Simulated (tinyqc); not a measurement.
What grading buys: minority-electron transport through the base of a bipolar transistor (Moll-Ross and Kroemer integrals). Computed by tinyqc, a small Python program. Command: `OMP_NUM_THREADS=1 python tinyqc.py 3002942 3002943 out.jsonl base walk`. One thread of a shared host (Intel(R) Xeon(R) Processor @ 2.30GHz), about 0.01 s of CPU time with the checks.

Low injection, one dimension, x from the emitter edge (0) to the collector edge (W), s = x/W. Recombination is treated as a small correction (valid for tau_B well below tau_n), computed from the stored charge.

Inputs (values chosen for the exercise, modelled on silicon):
```
quantity                               value        unit
base doping at the emitter edge N_0  1.6e+19      1/cm^3
base width W                             110          nm
mu_min                                   150  cm^2/(V s)
mu_max                                  1380  cm^2/(V s)
N_ref                                9.1e+16      1/cm^3
saturation velocity v_s                 0.86    1e7 cm/s
temperature T                            300           K
doping ratio N_0/N(W)                     21           -
```

Base doping profile: Gaussian. Gap grading: none. Exit of the base: saturation velocity.

Constants: k_B = 8.617333262e-05 eV/K.

Method. N(x) = N_0 (ratio)^(-s^2); n_i(x)^2 = n_i^2 exp(s dE_g/k_B T); D(x) = (k_B T/e) mu, mu = mu_min + (mu_max - mu_min)/(1 + (N/N_ref)^0.7). With y(x) = N n_i^2/(D n_i(x)^2): base Gummel number G_B = int_0^W y dx + N(W) n_i^2/(v_s n_i(W)^2); J_C = e n_i^2 exp(e V_BE/k_B T)/G_B; n(x) = (J_C/e)(n_i(x)^2/(N n_i^2)) [int_x^W y dx + the same exit term]; transit time tau_B = (e/J_C) int n dx; trapezoid rule on 401 even points.

The same base with other gradings:
```
dE_g (meV)  dE_g/k_B T  G_B (s/cm^4)  J_C gain  tau_B (ps)  speed gain
0                0.000    1.7574e+13    1.0000      5.2142      1.0000
25               0.967    1.3492e+13    1.3026      4.3521      1.1981
50               1.934    1.0745e+13    1.6355      3.7174      1.4026
75               2.901    8.8196e+12    1.9926      3.2352      1.6117
100              3.868    7.4195e+12    2.3686      2.8589      1.8238
150              5.802    5.5586e+12    3.1616      2.3132      2.2541
200              7.736    4.4034e+12    3.9911      1.9391      2.6890
300             11.605    3.0776e+12    5.7103      1.4625      3.5651
```

What does the comparison show, and why?

At 100 meV J_C rises by a factor 2.37 and the transit is 1.82 times faster; at 300 meV the factors are 5.71 and 3.57. For a uniform base without exit term both tend to be linear in dE_g/k_B T, J_C as x/(1 - exp(-x)) and the speed as x/2.
